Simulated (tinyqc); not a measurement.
Phase shift across the band: Koster-Slater impurity in a tight-binding band, by Green functions and by supercells. Computed by tinyqc, a small Python program. Command: `OMP_NUM_THREADS=1 python tinyqc.py 3022517 3022518 out.jsonl kosterslater walk`. One thread of a shared host (Intel(R) Xeon(R) Processor @ 2.30GHz), about 0.03 s of CPU time with the checks.

One orbital per site, e(k) = -2 t sum cos(k_i) over 1 direction(s), band from -2 t to 2 t, lattice constant 1. One site has the extra energy U. Spin is left out.

Inputs (values chosen for the exercise, for a model band): hopping t = 1.3 eV; impurity potential U = -2.25 eV; broadening eta = 0.1 eV.

Lattice: chain.

Method:
- Outside the band G0(E) = sign(E)/sqrt(E^2 - 4 t^2).
- A bound state solves 1/U = G0(E).
- Bisection in ln(distance from the edge) between 1e-5 t and |U| + t. Weight on the impurity site: -1/(U^2 dG0/dE), by a central difference with step min(1e-4 t, distance/30). Decay length along an axis: 1/arccosh(1 + distance/(2 t)).
- Inside the band G0(z), z = E + i eta, comes from the chain form 1/(sqrt(y - 2t) sqrt(y + 2t)) (principal roots) at y = z.
- delta/pi = -arg(1 - U G0)/pi counts the states added below E (Friedel); host DOS = -Im G0/pi, DOS on the impurity = -Im[G0/(1 - U G0)]/pi; 13 evenly spaced energies from -(band edge + |U| + 2t) to +(band edge + |U| + 2t).

distance from the band edge = 0.838386 eV

level E_b = -3.43839 eV

Across the spectrum:
```
E (eV)   Re G0 (1/eV)  host DOS (1/eV)  DOS on the impurity (1/eV)  delta/pi
-7.4500      -0.14320          0.00070                     0.00152   0.00231
-6.2083      -0.17730          0.00110                     0.00305   0.00413
-4.9667      -0.23610          0.00208                     0.00947   0.01000
-3.7250      -0.37361          0.00622                     0.22747   0.08565
-2.4833      -0.38207          0.33897                     0.05884   0.48138
-1.2417      -0.01037          0.13909                     0.07242   0.25106
0.0000        0.00000          0.12234                     0.07000   0.22695
1.2417        0.01037          0.13909                     0.06907   0.24363
2.4833        0.38207          0.33897                     0.03685   0.28991
3.7250        0.37361          0.00622                     0.00183   0.00760
4.9667        0.23610          0.00208                     0.00089   0.00306
6.2083        0.17730          0.00110                     0.00056   0.00177
7.4500        0.14320          0.00070                     0.00040   0.00119
```

delta/pi starts and ends near zero (+0.002 and +0.001): the impurity moves states but creates none. delta/pi rises at the bound state below the band (-3.438 eV), reaches 0.48 among these rows (1 in the limit of small eta, just above the level) and is paid back by the top of the band (on a chain half a state is lost at each edge, and in between delta = atan(|U|/sqrt(4 t^2 - E^2))).

Extremes, crossings and ranges named in words are read from the listed rows.
